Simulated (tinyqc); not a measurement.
Worked calculation: Luttinger-Kohn k.p, four valence bands. One step of it, computed by the program tinyqc.

Task: Hole masses. E = c [g1 k^2 -/+ 2 sqrt(g2^2 k^4 + 3 (g3^2 - g2^2)(kx^2 ky^2 + ky^2 kz^2 + kz^2 kx^2))] with c = hbar^2/2m, and m* = hbar^2 k^2 / (2 E).

Luttinger parameters chosen for this model; energies are counted downward from the top of the valence band:
```
parameter      value  unit
g1         13.380000
g2          1.890000
g3          2.900000
```

Give: Masses.

Result:

Masses (electron masses):
```
direction  heavy  light
[100]      0.104  0.058
[110]      0.125  0.053
[111]      0.132  0.052
```
